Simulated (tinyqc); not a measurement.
Worked calculation: coupled-perturbed Hartree-Fock on RHF in the sto-3g basis, for BeH2, spin multiplicity 1. One step of it, computed by the program tinyqc.

Question. Response to a field: uncoupled start. Field along z; U_ai = -mu_ai / (e_a - e_i), alpha = -4 sum U_ai mu_ai.

orbital energies (hartree): MO1 -4.528447, MO2 -0.430302, MO3 -0.389721, MO4 0.213849, MO5 0.213849, MO6 0.388829, MO7 0.770342

dipole integrals <a|z|i> (bohr):
```
           i1         i2        i3
a4   0.151381   0.963268  0.000000
a5  -0.008784  -0.055895  0.000000
a6   0.000000   0.000000  0.000000
a7   0.000000   0.000000  0.000000
```

Give: uncoupled U; uncoupled polarisability.

Answer.

uncoupled U:
```
         i1       i2      i3
a4  -0.0319  -1.4954  0.0000
a5   0.0019   0.0868  0.0000
a6   0.0000   0.0000  0.0000
a7   0.0000   0.0000  0.0000
```

uncoupled polarisability = 5.8007 bohr^3
